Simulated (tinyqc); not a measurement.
MOSFET in the linear regime without short-channel effects, parameter extraction from computed curves: extraction methods against the second mobility attenuation factor.

Inversion charge Q = Cox n Vt W0(exp((Vg - VT)/(n Vt))), W0 the Lambert function and n = nf; u = Q/Cox; mobility mu = mu0/(1 + th1 u + th2 u^2); channel resistance Rch = (L - dL)/(W mu Q); Id = Vd/(Rch + Rsd/W). Cox = eps0 eox/tox. Small Vd, no channel-length or drain effects.

From the continuous curve Id(Vg): tangent at peak gm (V_ext = Vg - Id/gm); constant current Id = 0.1 uA W/L; peak of d2Id/dVg2; Y = Id/sqrt(gm) drawn through Vg = VT + 0.6 and VT + 0.8 V, with intercept VT_Y and slope s. Mobilities gm,max L/(W Cox Vd) and s^2 L/(W Cox Vd) with the drawn L. Last column: share of Rsd/W in the total resistance at VT + 0.8 V.

Values chosen for this exercise; channel values of the order met in silicon transistors: temperature T = 400 K; relative permittivity of the gate insulator (close to silicon dioxide) eox = 3.9; insulator thickness tox = 5.5 nm; low-field mobility mu0 = 410 cm^2/(V s); first mobility attenuation factor th1 = 0.47 1/V; threshold voltage VT = 0.46 V; body factor nf = 1.43; gate width W = 10 um; drawn gate length L = 0.25 um; drawn less effective length dL = 0.014 um; source plus drain resistance Rsd = 340 ohm um; drain voltage Vd = 0.025 V.

Constants: q = 1.602176634e-19 C, kB = 1.380649e-23 J/K, Vt = kB T/q, eps0 = 8.8541878128e-14 F/cm where lengths are in cm. Results are converted to the units shown.

Result of one run:
```
th2 (1/V^2),V_ext (V),constant current (V),second derivative (V),VT_Y (V),mobility from gm (cm^2/(V s)),mobility from Y (cm^2/(V s)),series share (%)
0.18,0.439,0.416,0.439,0.546,255,448,15.1
```

What becomes of these results when the second mobility attenuation factor th2 is changed from 0.18 to 0.12 1/V^2, all else the same?

Result of the changed run:
```
th2 (1/V^2),V_ext (V),constant current (V),second derivative (V),VT_Y (V),mobility from gm (cm^2/(V s)),mobility from Y (cm^2/(V s)),series share (%)
0.12,0.439,0.416,0.439,0.532,256,419,15.4
```

The whole series:
```
th2 (1/V^2),V_ext (V),constant current (V),second derivative (V),VT_Y (V),mobility from gm (cm^2/(V s)),mobility from Y (cm^2/(V s)),series share (%)
0,0.441,0.416,0.439,0.505,258,369,15.9
0.06,0.440,0.416,0.439,0.519,257,393,15.6
0.12,0.439,0.416,0.439,0.532,256,419,15.4
0.18,0.439,0.416,0.439,0.546,255,448,15.1
0.24,0.438,0.416,0.439,0.559,254,479,14.9
0.3,0.438,0.416,0.439,0.572,253,514,14.6
0.36,0.437,0.416,0.439,0.586,252,551,14.4
```

The model has VT = 0.46 V and mu0 = 410 cm^2/(V s). Over the table the extracted thresholds move by 3.5 mV (tangent), under 0.5 mV (constant current), under 0.5 mV (second derivative), 80 mV (Y function). The mobility from gm falls from 258 to 252 and that from Y rises from 369 to 551 cm^2/(V s).

Computed by the program tinyqc: `OMP_NUM_THREADS=1 python tinyqc.py 2210060 2210061 out.jsonl`, one thread of a shared Intel Xeon 2.30GHz, about 0.01 s for the whole run.
